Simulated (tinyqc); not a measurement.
Charge state against the Fermi level: deep level with several charge states.

Energies from Ev. The defect has charge states +1, 0, -1 with weights 1, gm exp((EF - E1)/kT), exp((2 EF - E1 - E2)/kT); the shares are the weights over their sum. Boltzmann carriers: n = Nc exp((EF - Eg)/kT), p = Nv exp(-EF/kT). Neutrality: p - n + Nd + Nt <q> = 0.

Constants: kB = 8.617333262e-05 eV/K.

Inputs chosen for the exercise (gap and densities of states near those of Si at this temperature; the results hold for these values, not for the real material):
- E1 = 0.444 eV (level (+1/0) above Ev)
- E2 = 0.609 eV (level (0/-1) above Ev)
- gm = 2 (degeneracy of the middle state, the others 1)
- T = 350 K

Shares:
```
EF (eV)     +1      0     -1     <q>
0.067    1.000  0.000  0.000   1.000
0.156    1.000  0.000  0.000   1.000
0.245    0.997  0.003  0.000   0.997
0.334    0.950  0.050  0.000   0.950
0.423    0.501  0.499  0.001   0.500
0.512    0.049  0.932  0.019   0.030
0.601    0.002  0.721  0.277  -0.275
0.690    0.000  0.120  0.880  -0.880
0.779    0.000  0.007  0.993  -0.993
0.868    0.000  0.000  1.000  -1.000
0.957    0.000  0.000  1.000  -1.000
1.046    0.000  0.000  1.000  -1.000
```

What can be read from this table?

Where the levels are several kT apart the middle state rules between about E1 - kT ln gm = 0.423 and E2 + kT ln gm = 0.630 eV; its largest share listed is 0.932. Each step spreads from 10 % to 90 % over 4.4 kT = 0.133 eV.

Run: tinyqc, `OMP_NUM_THREADS=1 python tinyqc.py 1650775 1650776 out.jsonl`; Intel(R) Xeon(R) Processor @ 2.30GHz, one thread, shared host; about 0.01 s of CPU time with all checks.
